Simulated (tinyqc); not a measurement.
Worked calculation: kinetics of strain relaxation and threading dislocations in mismatched semiconductor layers. Computed by tinyqc, a small Python program that keeps every step. Command: `OMP_NUM_THREADS=1 python tinyqc.py 3023130 3023131 out.jsonl threading walk`. One thread of a shared host (Intel(R) Xeon(R) Processor @ 2.30GHz), about 0.01 s of CPU time with the checks. Intermediate numbers are printed to about 5 digits and carried at full precision; extremes and crossings named in words are read from the listed rows.

60-degree dislocations on {111} planes of a (001) layer, isotropic elasticity. The Schmid factor is 1/sqrt(6), and a misfit segment relieves strain with b/2.

Inputs (values chosen for the exercise, modelled on In(0.2)Ga(0.8)As on GaAs):
```
quantity,value,unit
misfit f,0.0148,-
shear modulus G,44.6,GPa
Poisson ratio nu,0.32,-
Burgers vector b,4.05,angstrom
glide activation energy Q,1.25,eV
velocity prefactor v0,8500,m/s per MPa
layer thickness h,59,nm
anneal temperature T,566,K
anneal time t,680,s
initial thread density rho_0,39000,1/cm^2
multiplication constant delta,14000,1/m
grading rate (misfit per thickness) R_f,0.0013,1/micrometre
growth temperature of the buffer T_g,821,K
growth rate R_g,2.3,nm/s
reaction radius r_A,15,nm
final thickness of a thick uniform layer H,4.7,micrometre
aspect ratio of a trench,2.9,-
```

Sources: fixed density of threads.

Constants: k_B = 8.617333262e-05 eV/K.

## Excess stress and glide velocity at the start

Excess resolved stress tau = (1/sqrt 6) [2 G (1 + nu)/(1 - nu)] (e - e_eq), e_eq = b (1 - nu/4) [ln(h/b) + 1]/(4 pi (1 + nu) h), the Matthews-Blakeslee strain of an uncapped layer; glide velocity v = v0 tau exp(-Q/(k_B T)), tau in MPa.

equilibrium strain e_eq = 0.0022772

excess stress tau = 885.23 MPa

mobility v/tau = 6.2975e-08 m/s per MPa

initial velocity = 55.747 micrometre/s

The layer carries 6.5 times its equilibrium strain. In the anneal time a thread would run 38000 micrometre at this speed.

## Relaxation in the anneal

Threads run in two directions, so de/dt = -(b/4) rho v, with rho fixed. With x = e - e_eq, x0 = f - e_eq (fully strained at t = 0) and v = m S x (m the mobility, S x = tau): x = x0 exp(-t/t_r), t_r = 4/(b rho_0 m S). The half time is that at which x = x0/2.

strain left e = 0.013389

share of the excess strain relieved = 11.267 %

thread density = 39000 1/cm^2

half time = 3943.2 s

Relaxation is under way. The misfit lines laid down are 0.14 micrometre apart. Caution: blocking of threads by crossing misfit lines, left out here, leaves real layers with more strain.

## Anneal temperature

The formulas are those given above.

After the time t:
```
T (K),first velocity (micrometre/s),relieved (%),threads (1/cm^2),half time (s)
509,3.1609e+00,0.675,39000,6.9544e+04
532,1.0836e+01,2.297,39000,2.0285e+04
559,4.0443e+01,8.306,39000,5.4353e+03
581,1.0804e+02,20.678,39000,2.0346e+03
608,3.2741e+02,50.442,39000,6.7140e+02
626,6.5016e+02,75.194,39000,3.3810e+02
652,1.6380e+03,97.017,39000,1.3420e+02
695,6.4882e+03,100.000,39000,3.3880e+01
```

The half time follows exp(Q/(k_B T)), a decade for each 59 K near 608 K. Relief goes from 21 % at 581 K to 75.2 % at 626 K: with a fixed density the onset is gradual, and more threads relax the layer sooner. Caution: rows with more than 50 % relieved leave out blocking by crossing misfit lines, which slows real layers.

## Graded buffer

In steady grading, strain is fed at R_f R_g and relieved at (b/4) rho v. As a glide-limited estimate, the driving stress is taken as the mean stress of the strained top zone, whose depth z solves R_f z/2 = e_eq(z), with strain R_f z at the surface; tau_g = S R_f z/2 is its mean; then rho = 4 R_f R_g/(b m tau_g), m = v0 exp(-Q/(k_B T_g)), S = (1/sqrt 6) 2 G (1 + nu)/(1 - nu), e_eq(z) = b (1 - nu/4) [ln(z/b) + 1]/(4 pi (1 + nu) z).

depth z of the strained zone = 531.68 nm

stress tau_g = 24.429 MPa

thread density of the buffer = 670.15 1/cm^2

buffer thickness f/R_f = 11.385 micrometre

Raising T_g by 50 K would lower this density by a factor 2.8: fast glide lets few threads do the work. Caution: real buffers seldom go below 1e5 /cm^2, as pile-ups and nucleation take over; this value is a lower bound.

## Thick uniform layer and trapping in a trench

A separate case, a thick relaxed layer. Pair reactions during growth: d rho/dh = -K rho^2 with K = 2 r_A tan(psi) and threads inclined by psi = 45 degrees (the <110> lines of {111} planes), so rho = 1/(K H) for a layer that starts with far more threads than that, as highly mismatched layers do. In a trench along [110] a thread on {111} rises at 54.74 degrees across the width, and leaves through the wall below the height w tan(54.74 degrees) = sqrt(2) w; the share of threads, evenly spread over the floor, that reach the top is max(0, 1 - a/sqrt 2) for the aspect ratio a.

thread density at H = 7.0922e+08 1/cm^2

share that reaches the top = 0

The trench traps all threads that cross it; those that run along it are not trapped. Thickness alone needs 3300 micrometre for 1e6 /cm^2. Caution: at this small misfit a layer may start with fewer threads than 1/(K H), which is then only an upper bound.

Checks made by the program: strain against numerical integration (relative difference below 1e-10).
